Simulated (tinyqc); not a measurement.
## Charge needed for a dipole step

Two sheets of opposite charge dd apart with permittivity ei give the step D = q N dd/(eps0 ei).

Inputs (values chosen for the exercise): relative permittivity inside the dipole layer ei = 8.5; thickness of the dipole layer dd = 0.23 nm.

Constants: q = 1.602176634e-19 C, eps0 = 8.8541878128e-14 F/cm where lengths are in cm. Results are converted to the units shown.

Charge needed for a dipole step:
```
N (cm^-2)      D (V)  field (MV/cm)  moment (debye/nm^2, 1 D = 3.33564e-30 C m)
1e12       0.0048963        0.21288                                     0.11047
2.7e12      0.013220        0.57479                                     0.29828
6.8e12      0.033295         1.4476                                     0.75122
1.7e13      0.083238         3.6190                                      1.8781
4.5e13       0.22033         9.5798                                      4.9713
1.1e14       0.53860         23.417                                      12.152
2.9e14        1.4199         61.736                                      32.037
```

D is proportional to N, 0.1 V for 2.04e13 cm^-2. The same sheet as an uncompensated charge under 1 nm of a dielectric of permittivity 3.9 would shift the flat band by 0.948 V, and that shift would grow with thickness, which a dipole step does not. For N = 1.1e14, 2.9e14 the field exceeds 20 MV/cm; it acts over one bond length, where the sheet picture is only a bookkeeping device.

Computed by the program tinyqc: `OMP_NUM_THREADS=1 python tinyqc.py 2410168 2410169 out.jsonl`, one thread of a shared Intel Xeon 2.30GHz, about 0.01 s for the whole run.
